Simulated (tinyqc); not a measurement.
Worked calculation: Pariser-Parr-Pople SCF with singles CI, for the molecule c1ccnc[cH+]c1 (SMILES; centres numbered as the heavy atoms are written). One step of it, computed by the program tinyqc.

Problem. Iteration 2: Fock matrix. F_rr = H_rr + P_rr gamma_rr / 2 + sum_(s != r) P_ss gamma_rs; F_rs = H_rs - P_rs gamma_rs / 2; E = tr P (H + F) / 2 + core repulsion sum_(r<s) z_r z_s gamma_rs.

P after iteration 1, lower triangle:
```
           1C         2C         3C         4N        5C        6C        7C
1C   0.840663
2C   0.654314   0.852474
3C   0.187919   0.618534   0.800785
4N  -0.225637   0.140331   0.651678   1.012188
5C  -0.199956  -0.252033   0.103520   0.651697  0.800791
6C   0.170013  -0.234484  -0.252047   0.140340  0.618526  0.852448
7C   0.624871   0.170001  -0.199982  -0.225636  0.187928  0.654304  0.840651
```

core matrix H (eV), lower triangle:
```
            1C          2C          3C          4N          5C          6C          7C
1C  -35.934268
2C   -2.630000  -35.949922
3C    0.000000   -2.630000  -36.014062
4N    0.000000    0.000000   -2.760000  -39.310718
5C    0.000000    0.000000    0.000000   -2.760000  -36.013702
6C    0.000000    0.000000    0.000000    0.000000   -2.630000  -35.947708
7C   -2.630000    0.000000    0.000000    0.000000    0.000000   -2.630000  -35.932861
```

repulsion gamma_rs (eV), lower triangle:
```
           1C         2C         3C         4N         5C         6C         7C
1C  11.130000
2C   5.346553  11.130000
3C   3.773205   5.345136  11.130000
4N   3.291324   3.837531   5.476035  12.300000
5C   3.243428   3.243355   3.772727   5.476893  11.130000
6C   3.773205   3.243627   3.243332   3.837687   5.344721  11.130000
7C   5.346553   3.773721   3.243627   3.291248   3.772577   5.345136  11.130000
```

Centres (angstrom, eV; a flat drawing with bonds scaled to 1.40 angstrom):
```
centre          x          y  core charge z          W   gamma_rr
1C       1.613000   0.000000              1  11.160000  11.130000
2C       1.006000   1.261000              1  11.160000  11.130000
3C      -0.359000   1.573000              1  11.160000  11.130000
4N      -1.454000   0.700000              1  14.100000  12.300000
5C      -1.454000  -0.700000              1  11.160000  11.130000
6C      -0.359000  -1.573000              1  11.160000  11.130000
7C       1.006000  -1.261000              1  11.160000  11.130000
```

Give: F; pi energy.

Solution.

F (eV), lower triangle:
```
          1C        2C       3C        4N       5C        6C        7C
1C  -10.0369
2C   -4.3792  -10.0120
3C   -0.3545   -4.2831  -9.7736
4N    0.3713   -0.2693  -4.5443  -12.2383
5C    0.3243    0.4087  -0.1953   -4.5446  -9.7735
6C   -0.3207    0.3803   0.4087   -0.2693  -4.2829  -10.0117
7C   -4.3005   -0.3208   0.3243    0.3713  -0.3545   -4.3787  -10.0367
```

pi energy = -86.0634 eV
